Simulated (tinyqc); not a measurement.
Worked calculation: coherent potential approximation for a binary alloy with a semi-elliptic band. Values are carried at full precision from step to step, so a last printed digit may differ when a step is redone from the rounded ones.

Site levels eA = -x d (share 1 - x) and eB = (1 - x) d (share x), so that their mean, the virtual crystal, is 0. Pure band: G0(z) = 2 (z - sqrt(z - W) sqrt(z + W))/W^2 with principal roots, density -Im G/pi per site. The medium has a self-energy S(z), G = G0(z - S), z = E + i eta. t_i = (e_i - S)/(1 - (e_i - S) G); the CPA demands <t> = (1 - x) tA + x tB = 0. Iteration: start at S = 0, set S(new) = S + <t>/(1 + <t> G), stop when |<t>| < 1e-9 eV.

Constants: hbar = 6.58211957e-16 eV s.

Values chosen for the exercise: W = 1.2 eV (half width of the pure band); x = 0.25 (fraction of B); d = 0.57 eV (eB - eA); eta = 0.024 eV (broadening); E = -0.15 eV (energy).

## First step: the average t-matrix

With S = 0 form G, tA, tB, <t> and the new S.

eA, eB (eV): -0.1425  0.4275

G = -0.20413-1.62060i 1/eV

tA, tB (eV): -0.1389-0.0330i  0.2796-0.1782i

<t> = -0.0343-0.0693i eV
S after one step = -0.0441-0.0741i eV

## The self-consistent medium

Iterate.

Iterations:
```
i             S (eV)           G (1/eV)  |<t>| (eV)
0            0.00000  -0.20413-1.62060i      0.0773
1  -0.04408-0.07406i  -0.13509-1.52959i     0.00513
2  -0.04909-0.07301i  -0.12883-1.53153i    0.000299
3  -0.04911-0.07271i  -0.12883-1.53191i    1.74e-05
4  -0.04910-0.07270i  -0.12885-1.53192i    1.02e-06
5  -0.04909-0.07270i  -0.12885-1.53191i    5.92e-08
6  -0.04909-0.07270i  -0.12885-1.53191i    3.45e-09
7  -0.04909-0.07270i  -0.12885-1.53191i    2.01e-10
```

S = -0.04909-0.07270i eV
G = -0.12885-1.53191i 1/eV

Converged at i = 7. The first step gave -0.0441-0.0741i eV.

## Densities on A and B, and the lifetime

G_i = G/(1 - (e_i - S) G); densities -Im G_i/pi; their weighted sum must be -Im G/pi. Lifetime hbar/(2 |Im S|), which has a meaning only while |Im S| is small against W. Weak-scattering value of S: x (1 - x) d^2 G.

densities (1/eV): on A 0.5506, on B 0.2987, weighted sum 0.4876, medium 0.4876

lifetime = 4.53 fs
weak-scattering S = -0.0078-0.0933i eV

An A site carries the larger density here, by a factor 1.84; the weak-scattering value is 53 % from S.

## Checks

- Weighted sum of the partial densities against the density of the medium: both 0.48762.

Run: tinyqc, `OMP_NUM_THREADS=1 python tinyqc.py 1452192 1452193 out.jsonl`; Intel(R) Xeon(R) Processor @ 2.30GHz, one thread, shared host; about 0.01 s of CPU time with all checks.
